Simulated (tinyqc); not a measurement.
Inside a calculation. Model: tunnelling through a gate dielectric, WKB transmission and Tsu-Esaki current.

Program tinyqc, `OMP_NUM_THREADS=1 python tinyqc.py 2540044 2540045 out.jsonl`; Intel Xeon 2.30GHz, shared host, one thread, about 0.03 s. Printed values are rounded.

Electrons leave the emitter at x = 0. Energies E (motion across the layers) are in eV from the emitter Fermi level; the collector Fermi level lies at -V and offers states at every E. No charge in the dielectric and no image force: F1 = V/t1, U = phi1 - F1 x. With C = hbar^2/(2 m0), kappa = sqrt(m (U - E)/C) where U > E and 0 elsewhere; T(E) = exp(-S), S = 2 times the integral of kappa over x.

Values chosen for this exercise; dielectric values close to those of aluminium oxide: temperature T = 300 K; Fermi energy of the emitter above its band bottom Ef = 0.21 eV; emitter mass in the supply function me = 0.53 m0; barrier of layer 1 above the emitter Fermi level at zero bias phi1 = 2.5 eV; tunnelling mass of layer 1 m1 = 0.4 m0; thickness of layer 1 t1 = 1.9 nm; voltage across the dielectric V = 0.6 V; energy of the electron followed E = -0.06 eV; cells in each layer nc = 8; lower end of the energy grid Ea = -0.21 eV; upper end of the energy grid Eb = 0.26 eV; points of the energy grid nE = 13.

Constants: q = 1.602176634e-19 C, kB = 1.380649e-23 J/K, hbar = 1.054571817e-34 J s, m0 = 9.1093837015e-31 kg, Vt = kB T/q, hbar^2/(2 m0) = 0.0380998212 eV nm^2. Results are converted to the units shown.

## Fields and band edges

F1 = V/t1, U = phi1 - F1 x.

F1 = 3.15789 MV/cm
U at x = t1 = 1.9 eV

## WKB exponent by the midpoint rule

Cut each layer into nc equal cells, take U and kappa at the cell centres, and sum S = 2 sum kappa h.

| cell | x (nm) | U (eV) | kappa (1/nm) |
|---|---|---|---|
| 0 | 0.11875 | 2.46250 | 5.14617 |
| 1 | 0.35625 | 2.38750 | 5.06909 |
| 2 | 0.59375 | 2.31250 | 4.99082 |
| 3 | 0.83125 | 2.23750 | 4.91130 |
| 4 | 1.06875 | 2.16250 | 4.83047 |
| 5 | 1.30625 | 2.08750 | 4.74827 |
| 6 | 1.54375 | 2.01250 | 4.66461 |
| 7 | 1.78125 | 1.93750 | 4.57944 |

S = 18.4966
T(E) = 9.26913e-9

## WKB exponent in closed form

Each layer adds (2/F) sqrt(m/C) [G(u at its left edge) - G(u at its right edge)] to S, with u = U - E (0 where negative) and G(u) = (2/3) u^1.5. The slope follows from 1/d = -dS/dE.

S = 18.4964
T(E) = 9.27112e-9
energy d over which T(E) grows by a factor e = 0.24365 eV

The midpoint rule gives S = 18.497, so its T(E) is 0.021 % below this value. The band edge stays above E through the whole stack: direct tunnelling through a trapezoid.

## Current density on a coarse energy grid

J = J0 times the integral of T(E) N(E) dE, N = ln[(1 + exp(-E/Vt))/(1 + exp((-E - V)/Vt))], J0 = q^2 me m0 kB T/(2 pi^2 hbar^3) (times 1e-4 for A/cm^2 per eV), by Simpson's rule on nE equally spaced points from Ea to Eb.

| point | E (eV) | T(E) | N | T(E) N |
|---|---|---|---|---|
| 0 | -0.210000 | 5.05938e-9 | 8.12346 | 4.10997e-8 |
| 1 | -0.170833 | 5.91511e-9 | 6.60948 | 3.90958e-8 |
| 2 | -0.131667 | 6.92462e-9 | 5.09921 | 3.53101e-8 |
| 3 | -0.092500 | 8.11730e-9 | 3.60561 | 2.92678e-8 |
| 4 | -0.053333 | 9.52849e-9 | 2.18265 | 2.07973e-8 |
| 5 | -0.014167 | 1.12008e-8 | 1.00422 | 1.12481e-8 |
| 6 | 0.025000 | 1.31858e-8 | 0.322232 | 4.24888e-9 |
| 7 | 0.064167 | 1.55456e-8 | 0.0802606 | 1.24770e-9 |
| 8 | 0.103333 | 1.83559e-8 | 0.0182019 | 3.34113e-10 |
| 9 | 0.142500 | 2.17084e-8 | 0.00402930 | 8.74697e-11 |
| 10 | 0.181667 | 2.57149e-8 | 8.87037e-4 | 2.28100e-11 |
| 11 | 0.220833 | 3.05117e-8 | 1.95039e-4 | 5.95096e-12 |
| 12 | 0.260000 | 3.62656e-8 | 4.28729e-5 | 1.55481e-12 |

J0 = 2.21734e8 A/(cm^2 eV)
J = 1.40788 A/cm^2

The integrand peaks at E = -0.210 eV among these points. A converged quadrature from -Ef to above the barrier gives 1.408 A/cm^2; this grid is within 0.01 % of that.
